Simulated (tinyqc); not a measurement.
Voltage drop against the pad pitch.

A grid of 25 by 25 nodes with segments Rx (rows) and Ry (columns); every node draws I1 and the central node kh I1; pads with resistance Rp sit at the nodes whose row and column are multiples of the pitch, counting from 0. The drops u = Vdd - V follow from G u = i, with G the conductance matrix and i the load currents, solved directly.

Values chosen for this exercise: supply voltage Vdd = 0.7 V; resistance of a horizontal segment Rx = 0.24 ohm; resistance of a vertical segment Ry = 0.47 ohm; resistance from a pad node to the supply Rp = 0.083 ohm; factor on the load at the hot node kh = 8; load current of a node in the large grid I1 = 0.17 mA.

Voltage drop against the pad pitch:
columns A: pitch (nodes); B: pads; C: worst drop (mV); D: mean drop (mV); E: largest drop at a pad (mV); F: largest pad current (mA); G: worst drop over Vdd (%)
```
A     B        C        D        E       F         G
1   625  0.06651  0.01427  0.06651  0.8013  0.009501
2   169   0.1316  0.08855   0.1176   1.417   0.01881
3    81   0.2958   0.2225   0.1916   2.308   0.04226
4    49   0.5448   0.4188   0.2898   3.491   0.07782
6    25    1.253   0.9947   0.5473   6.594    0.1791
8    16    2.483    1.818   0.7874   9.487    0.3547
12    9    4.674    4.050    1.652   19.90    0.6677
24    4    17.72    15.25    2.229   26.86     2.532
```

The worst drop goes from 0.0665 to 17.7 mV while the number of pads falls from 625 to 4; between the last two rows it goes as pitch^(1.92). The largest drop at a pad is 100 % of the worst drop in the first row and 12.6 % in the last; the rest falls along the wires.

Numbers from tinyqc (`OMP_NUM_THREADS=1 python tinyqc.py 2770180 2770181 out.jsonl`; about 0.3 s on one thread of a shared Intel Xeon 2.30GHz).
